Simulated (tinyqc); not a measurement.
## Electron mobility in a silicon inversion layer, empirical terms and Matthiessen rule: effect of the temperature

Inversion layer of sheet density Ns on a uniformly doped body. The mobility terms are empirical power laws with prefactors chosen for the exercise; adding their inverses (Matthiessen) is itself an approximation.

Nc and Nv are given at 250 K and scale as (T/250 K)^1.5; Eg is fixed. ni = sqrt(Nc Nv) exp(-Eg/(2 Vt)), Eg in volts; Ndep = sqrt(2 eps0 eps_r Nb (2 Vt ln(Nb/ni) + Vsb)/q); E = q (Ndep + eta Ns)/(eps0 eps_r), in MV/cm. With t = T/(300 K): muC = Ac (Ns/1e12 cm^-2) t/(Nb/1e17 cm^-3 + Nit/1e11 cm^-2), muP = Ap E^(-1/3) t^(-1.75), muS = As E^(-gs); 1/mu is the sum of the inverses.

Values chosen for this exercise; material values close to those of silicon:
```
symbol    value        unit                                                         meaning
Eg          1.1          eV                                                        band gap
eps_r      11.9                                  relative permittivity of the semiconductor
Nc      2.15e19       cm^-3  conduction-band density of states at the reference temperature
Nv      1.99e19       cm^-3     valence-band density of states at the reference temperature
Nb       6.7e16       cm^-3                                                     body doping
Vsb           0           V                                               reverse body bias
eta         0.5                       weight of the inversion charge in the effective field
Ap          427  cm^2/(V s)                    phonon-limited mobility at 1 MV/cm and 300 K
As          636  cm^2/(V s)                           roughness-limited mobility at 1 MV/cm
gs            2                                              exponent of the roughness term
Ac         2700  cm^2/(V s)                                               Coulomb prefactor
Nit        1e11       cm^-2                                         charge at the interface
Ns       3.9e12       cm^-2                                               inversion density
```

Constants: q = 1.602176634e-19 C, kB = 1.380649e-23 J/K, Vt = kB T/q, eps0 = 8.8541878128e-14 F/cm where lengths are in cm. Results are converted to the units shown.

Result of one run:
```
T (K),E (MV/cm),muC (cm^2/(V s)),muP (cm^2/(V s)),muS (cm^2/(V s)),mu (cm^2/(V s))
350,0.4180,7356,436.1,3641,369.9
```

What becomes of these results when the temperature T is changed from 350 to 250 K, all else the same?

Result of the changed run:
```
T (K),E (MV/cm),muC (cm^2/(V s)),muP (cm^2/(V s)),muS (cm^2/(V s)),mu (cm^2/(V s))
250,0.4284,5254,779.3,3466,567.6
```

The whole series:
```
T (K),E (MV/cm),muC (cm^2/(V s)),muP (cm^2/(V s)),muS (cm^2/(V s)),mu (cm^2/(V s))
120,0.4396,2522,2791,3292,944.7
160,0.4364,3363,1691,3339,841.7
200,0.4330,4204,1148,3392,712.2
250,0.4284,5254,779.3,3466,567.6
300,0.4233,6305,568.7,3549,454.8
350,0.4180,7356,436.1,3641,369.9
400,0.4121,8407,346.8,3744,305.9
450,0.4059,9458,283.7,3861,257.1
```

As T goes from 120 to 450 K, E falls from 0.440 to 0.406 MV/cm and mu falls from 945 to 257 cm^2/(V s). The smallest term is the Coulomb one in the first row and the phonon one in the last. For T = 120 to 160 K dopant freeze-out and degenerate screening, left out here, matter.

Numbers from tinyqc (`OMP_NUM_THREADS=1 python tinyqc.py 2510108 2510109 out.jsonl`; about 0.01 s on one thread of a shared Intel Xeon 2.30GHz).
